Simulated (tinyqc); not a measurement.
## p-i-n junction, non-linear Poisson equation by Newton steps: capacitance and field against bias

One dimension, p side on the left, n side on the right; net doping C = -Na for x < 0, 0 for 0 < x < Li and +Nd beyond. The potential psi is counted from the intrinsic level, and the quasi-Fermi potentials are flat: 0 for holes and -V for electrons, so n = ni exp((psi + V)/Vt) and p = ni exp(-psi/Vt) (Boltzmann statistics, full ionisation, no current). Under reverse bias this makes the minority densities vanishingly small everywhere; they play no part in the charge.

The Poisson equation d/dx(eps0 eps_r dpsi/dx) = -q (p - n + C) is solved on a mesh of more than 1000 nodes that ends in neutral material (psi_p = -Vt ln(Na/ni), psi_n = Vt ln(Nd/ni) - V). C_j = q d/dV of the integral of p over x, from the linearised equation. ni = sqrt(Nc Nv) exp(-Eg/(2 Vt)), Eg in volts. Depletion approximation: Vbi = Vt ln(Na Nd/ni^2), W = sqrt(2 eps0 eps_r (Vbi - V)(1/Na + 1/Nd)/q), xp = W Nd/(Na + Nd), xn = W Na/(Na + Nd), peak field 2 (Vbi - V)/W, capacitance eps0 eps_r/W. The last column applies it to an abrupt Na-Nd junction.

Values chosen for this exercise; band and dielectric values close to those of In0.53Ga0.47As: temperature T = 300 K; band gap Eg = 0.734 eV; relative permittivity eps_r = 13.8; conduction-band density of states at T Nc = 2.12e17 cm^-3; valence-band density of states at T Nv = 7.83e18 cm^-3; acceptor density of the p side Na = 1.5e18 cm^-3; donor density of the n side Nd = 5e16 cm^-3; width of the undoped layer, from x = 0 to Li Li = 640 nm.

Constants: q = 1.602176634e-19 C, kB = 1.380649e-23 J/K, Vt = kB T/q, eps0 = 8.8541878128e-14 F/cm where lengths are in cm. Results are converted to the units shown.

Results:

| V (V) | peak \|E\| (kV/cm) | C_j (nF/cm^2) | 1/C_j^2 (cm^4/uF^2) | eps0 eps_r/C_j (nm) | abrupt depletion C (nF/cm^2) |
|---|---|---|---|---|---|
| 0 | 61.50 | 21.61 | 2141 | 565.4 | 85.10 |
| -1.43 | 65.84 | 18.04 | 3073 | 677.3 | 47.67 |
| -2.86 | 74.04 | 17.07 | 3434 | 716.0 | 36.71 |
| -4.29 | 85.10 | 16.32 | 3756 | 748.9 | 30.95 |
| -5.71 | 98.08 | 15.68 | 4066 | 779.1 | 27.28 |
| -7.14 | 112.4 | 15.12 | 4372 | 808.0 | 24.65 |
| -10 | 143.0 | 14.17 | 4980 | 862.3 | 21.08 |

Estimate the missing row, V = -8.57 V.

Computed row:

| V (V) | peak \|E\| (kV/cm) | C_j (nF/cm^2) | 1/C_j^2 (cm^4/uF^2) | eps0 eps_r/C_j (nm) | abrupt depletion C (nF/cm^2) |
|---|---|---|---|---|---|
| -8.57 | 127.5 | 14.62 | 4677 | 835.6 | 22.66 |

With this row back in the table: With V going from 0 to -10 V, C_j falls from 21.6 to 14.2 nF/cm^2 and the peak field rises from 61.5 to 143 kV/cm. The slope of 1/C_j^2, read as N = 2/(q eps0 eps_r |slope|), gives 1.57e16 cm^-3 between the first two rows and 4.82e16 cm^-3 between the last two, against Na Nd/(Na + Nd) = 4.84e16 cm^-3; it is not a straight line, so no single doping describes it. At the end C_j goes as (Vbi - V)^(-0.22) with Vbi = 0.654 V, and it is 33 % below the abrupt depletion formula (at the first row 75 % below it).

Program tinyqc, `OMP_NUM_THREADS=1 python tinyqc.py 2000005 2000006 out.jsonl`; Intel Xeon 2.30GHz, shared host, one thread, about 0.09 s.
